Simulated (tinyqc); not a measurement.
Ellipsoidal valleys in the axes of a wafer and a channel, step by step. Values are carried at full precision from step to step, so a last printed digit may differ when a step is redone from the rounded ones.

Valleys with axes a along [111], [1-1-1], [-11-1] and [-1-11], one whole valley each; inverse mass tensor w = 1/mt + (1/ml - 1/mt) a a. Device axes: z = nz/|nz|, x = nx/|nx|, y = z cross x; in them a = (ax, ay, az). Confinement mass mz = 1/w_zz. In the plane w_ij is replaced by u_ij = w_ij - w_iz w_jz/w_zz (i, j = x, y); density-of-states mass md = 1/sqrt(det u); conductivity mass along x mc = 1/u_xx; ballistic transport mass mx = u_yy/det u, width mass my = 1/u_yy.

Constants: hbar^2/2m0 = 3.80998211 eV angstrom^2; kB = 8.617333262e-05 eV/K.

Inputs chosen for the exercise (near those of the L valleys of Ge; not measured data):
- ml = 1.587 m0 (longitudinal mass)
- mt = 0.079 m0 (transverse mass)
- nz = (1, 1, 1) (surface normal (confinement))
- nx = (1, -1, 0) (channel direction)
- t = 2.8 nm (thickness of the film)
- T = 400 K (temperature)

## Device axes and valley axes

Give the rows x, y, z in cubic components and each valley axis in device components.

device axes:
```
    [100]    [010]    [001]
x  0.7071  -0.7071   0.0000
y  0.4082   0.4082  -0.8165
z  0.5774   0.5774   0.5774
```

valley axes:
```
              ax       ay       az
[111]     0.0000   0.0000   1.0000
[1-1-1]   0.8165   0.4714  -0.3333
[-11-1]  -0.8165   0.4714  -0.3333
[-1-11]   0.0000  -0.9428  -0.3333
```

## Tensors of the valley [-11-1]

Form w and the reduced tensor u.

w (1/m0):
```
         x       y        z
x   4.6395  4.6296  -3.2736
y   4.6296  9.9853   1.8900
z  -3.2736  1.8900  11.3218
```

u (1/m0):
```
        x       y
x  3.6929  5.1761
y  5.1761  9.6698
```

The axis is tilted against the normal, so w_xz or w_yz is not zero and the reduction changes the masses in the plane.

## Masses of all valleys

Give mz, md, mc, mx and my.

Masses (m0):

| valley | mz | md | mc | mx | my |
|---|---|---|---|---|---|
| [111] | 1.58700 | 0.07900 | 0.07900 | 0.07900 | 0.07900 |
| [1-1-1] | 0.08833 | 0.33487 | 0.27079 | 1.08433 | 0.10341 |
| [-11-1] | 0.08833 | 0.33487 | 0.27079 | 1.08433 | 0.10341 |
| [-1-11] | 0.08833 | 0.33487 | 0.07900 | 0.07900 | 1.41944 |

mz md^2 = ml mt^2 = 0.00990 for every valley, so a heavy confinement mass comes with a small density of states. The heaviest mz is 1.587, for [111].

## Subbands and shares in a film

Hard walls: E_n = c (n pi/t)^2/mz, c = hbar^2/2m0, n = 1, 2, 3. Non-degenerate share of a valley proportional to md sum_n exp(-E_n/kT); mean 1/mc = sum of share/mc. 1 nm = 10 angstrom.

Give the ladders, the shares and the mean conductivity mass.

Subbands:

| valley | E1 (meV) | E2 (meV) | E3 (meV) | share |
|---|---|---|---|---|
| [111] | 30.2 | 120.9 | 272.0 | 1.000 |
| [1-1-1] | 543.0 | 2172.1 | 4887.2 | 0.000 |
| [-11-1] | 543.0 | 2172.1 | 4887.2 | 0.000 |
| [-1-11] | 543.0 | 2172.1 | 4887.2 | 0.000 |

mean mc = 0.0790 m0

The lowest ladder ([111]) holds 100 % of the electrons in these valleys, the next starts 513 meV higher. Energies of several hundred meV lie beyond the parabolic range, and real barriers are finite, so these are upper bounds.

## Checks

- mz md^2 against ml mt^2: they agree to 1e-10 or better.
- mx my against md^2: they agree to 1e-10 or better.

Computed by tinyqc, a small Python program: `OMP_NUM_THREADS=1 python tinyqc.py 1881159 1881160 out.jsonl` (the numbers bound the seed that draws the inputs); one thread of a shared host (Intel(R) Xeon(R) Processor @ 2.30GHz), about 0.01 s for the whole set of steps.
